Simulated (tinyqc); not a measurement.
Bulk, dangling and hydrogenated hybrids across the gap: Weaire-Thorpe hybrids on a Bethe lattice: gap and dangling bond of an amorphous tetrahedral solid.

Four sp3 hybrids an atom at energy 0, coupled by -V1 on the atom and by -V2 along a bond; the bonds form a tree (no rings). For any network the gap runs at least from -V2 + V1 to V2 - 3 V1, and p-like states pile up at -V2 + V1 and V2 + V1. On the tree the gap is wider: it ends at Ec = -V1 + sqrt(V2^2 + 4 V1^2 - 2 sqrt3 V1 V2), which makes it well wider than the gaps of the real glasses. A branch seen from a hybrid has the self-energy S = V2^2 g, where g is the Green function of the hybrid across the bond, whose three partners carry S themselves. With a = z - V1, b = a - S: g = 1/(a + V1 b/(b + 3 V1)), z = E + i eta. A full atom has G = (1/b)(b + 3 V1)/(b + 4 V1) per hybrid; a dangling hybrid with shift dh has G = 1/(1/g - dh).

Inputs chosen for the exercise (of the size of tabulated hybrid energies for tetrahedral carbon; not measured data): V1 = 2.03 eV (coupling of two hybrids on one atom); V2 = 10.66 eV (coupling of the two hybrids of a bond); eta = 0.05 eV (broadening); dh = -0.54 eV (shift of the dangling hybrid (rehybridisation)); VH = 5.13 eV (coupling to a hydrogen atom); eH = -2.83 eV (hydrogen level); E1s = -9.8 eV (first energy); dE = 1.37 eV (step).

edges (eV): Ev -8.63000, Ec(bound) 4.57000, Ec(tree) 5.39676

Thirteen energies E1s + j dE. With hydrogen the hybrid gains the self-energy VH^2/(z - eH) and dh = 0.

Density per hybrid (1/eV):
```
E (eV)    bulk  dangling  with hydrogen
-9.80   0.0274    0.0043         0.0074
-8.43   0.0940    0.0003         0.0014
-7.06   0.0018    0.0004         0.0114
-5.69   0.0006    0.0005         0.0094
-4.32   0.0003    0.0010         0.0013
-2.95   0.0002    0.0024         0.0006
-1.58   0.0002    0.0118         0.0005
-0.21   0.0002    0.1859         0.0007
1.16    0.0002    0.0053         0.0016
2.53    0.0002    0.0016         0.0084
3.90    0.0003    0.0008         0.0559
5.27    0.0024    0.0009         0.0041
6.64    0.0311    0.0096         0.0230
```

What can be read from this table?

Between Ev = -8.63 and Ec = 5.40 eV the bulk density is a broadening tail (least 0.0002). The dangling hybrid reaches 0.186 at -0.21 eV among these rows; its level lies at -0.482 eV, and the peak there, of width eta, is far higher unless a row falls on it. With hydrogen the largest value on the rows inside the gap, more than 0.05 eV from an edge, is 0.0559, and 1/g = VH^2/(E - eH) still has roots in this wide gap, at -6.409 and 3.521 eV.

tinyqc: `OMP_NUM_THREADS=1 python tinyqc.py 1451698 1451699 out.jsonl`; about 0.02 s, one thread, shared Intel(R) Xeon(R) Processor @ 2.30GHz.
